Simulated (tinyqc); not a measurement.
Raman line shape of confined optical phonons and breathing modes of small crystals: one step, computed by the program tinyqc.

Confinement in 2 direction(s) lets phonons with q away from zero scatter light. q is in units of 2 pi/a, from 0 to 1, and the branch is isotropic: omega(q)^2 = (omega_0^2 + omega_X^2)/2 + ((omega_0^2 - omega_X^2)/2) cos(pi q). The model and its constant beta are phenomenological; beta = 8 is the common choice.

Problem. Intensity at one frequency. Weight W(q) = q^1 exp(-(2 L q/a)^2/(2 beta)) dq, that is exp(-k^2 L^2/(2 beta pi^2)) for k = 2 pi q/a. I(omega) = int W(q) / [(omega - omega(q))^2 + (Gamma_0/2)^2] dq / int W dq x (Gamma_0/2)^2, by 400 Gauss-Legendre points on 0 < q < min(1, 2.5 a sqrt(2 beta)/L). Bulk Lorentzian 1/(1 + (2 offset/Gamma)^2); mean shift = weighted mean of omega(q) less the bulk frequency.

Inputs (values chosen for the exercise, modelled on diamond):

| quantity | value | unit |
|---|---|---|
| bulk frequency omega_0 | 1331 | 1/cm |
| frequency at the zone boundary omega_X | 1180 | 1/cm |
| natural width Gamma_0 | 2.2 | 1/cm |
| lattice constant a | 3.567 | angstrom |
| size L | 6.8 | nm |
| confinement constant beta | 8 | - |
| probe offset omega - omega_0 | -8.3 | 1/cm |

Shape: wire.

Give: I at the probe offset; bulk Lorentzian there; mean shift, from the weights.

Solution.

I at the probe offset = 0.11498

bulk Lorentzian there = 0.017261

mean shift, from the weights = -3.8096 1/cm
